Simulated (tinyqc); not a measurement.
# Sharing a fixed EOT between the layers

Without charge in the stack, a voltage of 1.2 V over an EOT of 0.9 nm gives F1 = (V/EOT)(3.9/e1) and F2 = F1 e1/e2; t2 = e2 (EOT/3.9 - t1/e1).

Values chosen for this exercise:
- e1 = 9.25 (relative permittivity of layer 1)
- e2 = 22 (relative permittivity of layer 2)

Result of one run:
```
t1 (nm),t2 (nm),physical thickness (nm),drop over layer 1 (V),drop over layer 2 (V)
1.04,2.603,3.643,0.5846,0.6154
```

What becomes of these results when the thickness of layer 1, next to the semiconductor t1 is changed from 1.04 to 1.3 nm, all else the same?

Result of the changed run:
```
t1 (nm),t2 (nm),physical thickness (nm),drop over layer 1 (V),drop over layer 2 (V)
1.3,1.985,3.285,0.7308,0.4692
```

The whole series:
```
t1 (nm),t2 (nm),physical thickness (nm),drop over layer 1 (V),drop over layer 2 (V)
0,5.077,5.077,0,1.200
0.26,4.459,4.719,0.1462,1.054
0.52,3.840,4.360,0.2923,0.9077
0.78,3.222,4.002,0.4385,0.7615
1.04,2.603,3.643,0.5846,0.6154
1.3,1.985,3.285,0.7308,0.4692
1.56,1.367,2.927,0.8770,0.3230
1.81,0.7721,2.582,1.018,0.1825
```

Each 0.1 nm of layer 1 costs 0.238 nm of layer 2, so the physical thickness falls from 5.08 to 2.58 nm. The fields do not change, 5.62 MV/cm in layer 1 and 2.36 MV/cm in layer 2, and layer 1 takes half of the voltage at t1 = 1.07 nm.

Numbers from tinyqc (`OMP_NUM_THREADS=1 python tinyqc.py 2010154 2010155 out.jsonl`; about 0.01 s on one thread of a shared Intel Xeon 2.30GHz).
